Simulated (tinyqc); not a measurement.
Worked calculation: sp3 tight binding, zinc-blende lattice. One step of it, computed by the program tinyqc.

Problem. Bloch Hamiltonian at L. Slater-Koster rules over the four bonds with direction cosines (l, m, n): ss V_ss; s-px l V_sp; px-s -l V_sp; px-px l^2 V_pps + (1 - l^2) V_ppp; px-py l m (V_pps - V_ppp); each times exp(i k.d).

Parameters chosen for this model: zinc-blende lattice, anion at 0, cation at a/4 (1,1,1); V = eta hbar^2 / (m d^2), hbar^2/m = 7.619964 eV angstrom^2:
```
parameter,value,unit
a,5.600000,angstrom
d,2.424871,angstrom
Es anion,-12.290000,eV
Ep anion,-6.360000,eV
Es cation,-12.290000,eV
Ep cation,-6.360000,eV
eta ss,-1.250000,
eta sp,1.840000,
eta pp sigma,3.100000,
eta pp pi,-0.850000,
V ss,-1.619890,eV
V sp,2.384479,eV
V pp sigma,4.017328,eV
V pp pi,-1.101525,eV
```

k point L (2 pi / a): 0.500000  0.500000  0.500000

Give: H(k) at L.

Solution.

H(k) at L (eV), lower triangle (Hermitian):
```
,a s,a px,a py,a pz,c s,c px,c py,c pz
a s,-12.2900
a px,0.0000,-6.3600
a py,0.0000,0.0000,-6.3600
a pz,0.0000,0.0000,0.0000,-6.3600
c s,-2.2909-2.2909i,1.9469+1.9469i,1.9469+1.9469i,1.9469+1.9469i,-12.2900
c px,-1.9469-1.9469i,0.8553+0.8553i,-2.4131-2.4131i,-2.4131-2.4131i,0.0000,-6.3600
c py,-1.9469-1.9469i,-2.4131-2.4131i,0.8553+0.8553i,-2.4131-2.4131i,0.0000,0.0000,-6.3600
c pz,-1.9469-1.9469i,-2.4131-2.4131i,-2.4131-2.4131i,0.8553+0.8553i,0.0000,0.0000,0.0000,-6.3600
```
